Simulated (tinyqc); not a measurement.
## Doping and voltage from widths and field

Question. In the depletion approximation an abrupt p-n junction has a triangular field: peak E = q Nd xn/(eps0 eps_r) = q Na xp/(eps0 eps_r), W = xn + xp, and Vbi - V = E W/2. Find Nd, Na and Vbi - V.

Parameters, values chosen for the exercise:
- eps_r = 11.9 (relative permittivity)

Constants: q = 1.602176634e-19 C, eps0 = 8.8541878128e-14 F/cm where lengths are in cm. Results are converted to the units shown.

W = 211.46856 nm
peak field = 88.231245 kV/cm
xn = 126.13914 nm

Solution. Gauss's law on each side gives its doping from the peak field and its width; the voltage is the area of the triangle.

Nd = 4.600e16 cm^-3
Na = 6.800e16 cm^-3
Vbi - V = 0.9329 V

Numbers from tinyqc (`OMP_NUM_THREADS=1 python tinyqc.py 2000127 2000128 out.jsonl`; about 0.02 s on one thread of a shared Intel Xeon 2.30GHz).
